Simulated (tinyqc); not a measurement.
# p-n diode with diffusion and depletion-layer recombination: currents and ideality against junction voltage

Abrupt junction in the depletion approximation, low injection, full ionisation, neutral widths fixed, ohmic contact on the p side. Vj is the junction voltage; where a series resistance Rs is given, V = Vj + J Rs is the terminal voltage.

ni = sqrt(Nc Nv) exp(-Eg/(2 Vt)), Eg in volts; D = mu Vt; Ln = sqrt(Dn tn), Lp = sqrt(Dp tp); J0n = q ni^2 Dn coth(wp/Ln)/(Ln Na); J0p = (q ni^2 Dp/(Lp Nd)) (s + tanh(wn/Lp))/(1 + s tanh(wn/Lp)), s = Sp Lp/Dp. J_diff = (J0n + J0p)(exp(Vj/Vt) - 1). Vbi = Vt ln(Na Nd/ni^2), W = sqrt(2 eps0 eps_r (Vbi - Vj)(1/Na + 1/Nd)/q), xp = W Nd/(Na + Nd), xn = W Na/(Na + Nd); u(x) = q Na (x + xp)^2/(2 eps0 eps_r) for x < 0 and Vbi - Vj - q Nd (xn - x)^2/(2 eps0 eps_r) for x > 0; p = Na exp(-u/Vt), n = Nd exp((u - Vbi + Vj)/Vt); U = ni^2 (exp(Vj/Vt) - 1)/(tp (n + ni exp(Et/Vt)) + tn (p + ni exp(-Et/Vt))); J_scr = q times the integral of U from -xp to xn. J = J_diff + J_scr. Ideality = (1/Vt) dVj/d ln J or (1/Vt) dV/d ln J; last column ni^2 exp(Vj/Vt)/N^2.

Values chosen for this exercise; band and dielectric values close to those of germanium: temperature T = 300 K; band gap Eg = 0.669 eV; relative permittivity eps_r = 16.1; conduction-band density of states at T Nc = 1.03e19 cm^-3; valence-band density of states at T Nv = 6.04e18 cm^-3; acceptor density Na = 1.8e17 cm^-3; donor density Nd = 3.3e17 cm^-3; electron mobility in the p side mun = 1400 cm^2/(V s); hole mobility in the n side mup = 920 cm^2/(V s); electron lifetime tn = 8e-9 s; hole lifetime tp = 5e-7 s; neutral width of the p side wp = 21 um; neutral width of the n side wn = 1.4 um; recombination velocity at the n contact Sp = 100 cm/s; series resistance Rs = 0.0092 ohm cm^2; trap level above the intrinsic level Et = 0 eV.

Constants: q = 1.602176634e-19 C, kB = 1.380649e-23 J/K, Vt = kB T/q, eps0 = 8.8541878128e-14 F/cm where lengths are in cm. Results are converted to the units shown.

Results:
```
Vj (V)	J_diff (A/cm^2)	J_scr (A/cm^2)	J (A/cm^2)	V (V)	ideality against Vj	ideality against V	minority/doping, lighter side
0.12	0.002217	2.387e-4	0.002456	0.1200	1.025	1.026	1.150e-6
0.15	0.007123	5.036e-4	0.007626	0.1501	1.022	1.025	3.669e-6
0.18	0.02278	0.001035	0.02381	0.1802	1.016	1.025	1.171e-5
0.2	0.04940	0.001661	0.05106	0.2005	1.012	1.031	2.538e-5
0.23	0.1577	0.003362	0.1611	0.2315	1.008	1.065	8.099e-5
0.25	0.3419	0.005369	0.3472	0.2532	1.006	1.130	1.756e-4
0.28	1.091	0.01075	1.102	0.2901	1.004	1.396	5.603e-4
0.33	7.548	0.03119	7.579	0.3997	1.002	3.699	0.003876
```

Estimate the missing row, Vj = 0.31 V.

Computed row:
```
Vj (V)	J_diff (A/cm^2)	J_scr (A/cm^2)	J (A/cm^2)	V (V)	ideality against Vj	ideality against V	minority/doping, lighter side
0.31	3.482	0.02088	3.503	0.3422	1.003	2.249	0.001788
```

With this row back in the table: The ideality against Vj falls from 1.02 to 1.00. Diffusion is the larger current in every row. J_scr alone has an ideality of 1.55 between the first two rows and 1.93 between the last two. From Vj = 0.25 V the series resistance raises the terminal ideality by over a tenth; there J Rs = 0.12 Vt.

Program tinyqc, `OMP_NUM_THREADS=1 python tinyqc.py 2260140 2260141 out.jsonl`; Intel Xeon 2.30GHz, shared host, one thread, about 0.01 s.
